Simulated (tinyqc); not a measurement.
Choosing the offset: vacuum evaporation: vapour pressure, source flux, thickness distribution, purity and step coverage. Computed by tinyqc, a small Python program. Command: `OMP_NUM_THREADS=1 python tinyqc.py 3112153 3112154 out.jsonl evap walk`. One thread of a shared host (Intel(R) Xeon(R) Processor @ 2.30GHz), about 0.01 s of CPU time with the checks.

Molecular flow, unit sticking of the metal, no re-evaporation. The background gas is taken as water vapour (18.015 g/mol, collision diameter 0.37 nm) at 300 K.

Inputs (values chosen for the exercise, modelled on silver, with constants for the liquid): directionality n = 1; source-to-wafer distance h = 28 cm; wafer radius R = 7.5 cm.

Method. Rotating wafer, source offset by s and facing upwards: thickness at radius r is the mean over the angle a of (1 + (r^2 + s^2 - 2 r s cos a)/h^2)^(-(n + 3)/2), by 360 equal steps; non-uniformity (max - min)/(max + min) over 21 radii from 0 to R. The curvature at the centre vanishes at s/h = sqrt(2/(n + 3)).

Against the offset:

| s/h | centre thickness | edge over centre | non-uniformity (%) |
|---|---|---|---|
| 0.0 | 1.0000 | 0.8706 | 6.9180 |
| 0.2 | 0.9246 | 0.8874 | 5.9643 |
| 0.4 | 0.7432 | 0.9287 | 3.6948 |
| 0.5 | 0.6400 | 0.9524 | 2.4355 |
| 0.6 | 0.5407 | 0.9751 | 1.2624 |
| 0.7 | 0.4504 | 0.9950 | 0.2491 |
| 0.8 | 0.3718 | 1.0115 | 0.5734 |
| 0.9 | 0.3052 | 1.0244 | 1.2053 |
| 1.1 | 0.2047 | 1.0404 | 1.9819 |

What follows from these numbers?

The best row, s/h = 0.7, has 0.25 % against 6.9 % on the axis, at the price of a rate lower by a factor 2.22; the small-wafer optimum is sqrt(2/(n + 3)) = 0.71.

Extremes, crossings and ranges named in words are read from the listed rows.
